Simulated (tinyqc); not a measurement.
What moves the Penn gap and the ionicity: Penn model of the dielectric constant and Phillips ionicity.

n = 32/a^3; Ep^2 = 8 pi c e2 n with c = hbar^2/2m0, e2 = e^2/(4 pi eps0); EF = c (3 pi^2 n)^(2/3); eps = 1 + (Ep/Eg)^2 S with S = 1 - Eg/(4 EF) + (Eg/(4 EF))^2/3, Eg the Penn gap. Core d shells are left out.

Phillips: bond length d = sqrt(3) a/4; homopolar gap Eh = 39.74 d^(-2.48) eV (d in angstrom); Eg^2 = Eh^2 + C^2; ionicity fi = C^2/Eg^2.

Constants: hbar^2/2m0 = 3.80998211 eV angstrom^2; e^2/(4 pi eps0) = 14.39964547 eV angstrom.

Parameters, chosen for this exercise (out of a larger set: near those of CdTe; not measured data): a = 6.496 angstrom (cubic lattice constant, 32 valence electrons a cell); ei = 7.06 (high-frequency dielectric constant).

Eg from ei; fi = 1 - (Eh/Eg)^2, printed even where negative.

One parameter was then changed.

Results before and after:

| case | Ep (eV) | Eg (eV) | Eh (eV) | fi |
|---|---|---|---|---|
| base | 12.687 | 4.803 | 3.057 | 0.595 |
| changed | 12.316 | 4.659 | 2.911 | 0.610 |

Which of these changes was made? (a) ei = 6.35; (b) a = 6.626 angstrom.
Answer: (b) a = 6.626 angstrom. Of the candidates, run in turn, only this one gives the changed row.

All candidates:

| case | Ep (eV) | Eg (eV) | Eh (eV) | fi |
|---|---|---|---|---|
| base | 12.687 | 4.803 | 3.057 | 0.595 |
| a = 6.626 angstrom | 12.316 | 4.659 | 2.911 | 0.610 |
| ei = 6.35 | 12.687 | 5.090 | 3.057 | 0.639 |

With the tabulated Phillips C of about 4.9 eV, fi would be 0.72; this model leaves out the d-shell factor.

Program tinyqc; command `OMP_NUM_THREADS=1 python tinyqc.py 1652273 1652274 out.jsonl`; about 0.01 s on one thread of a shared Intel(R) Xeon(R) Processor @ 2.30GHz.
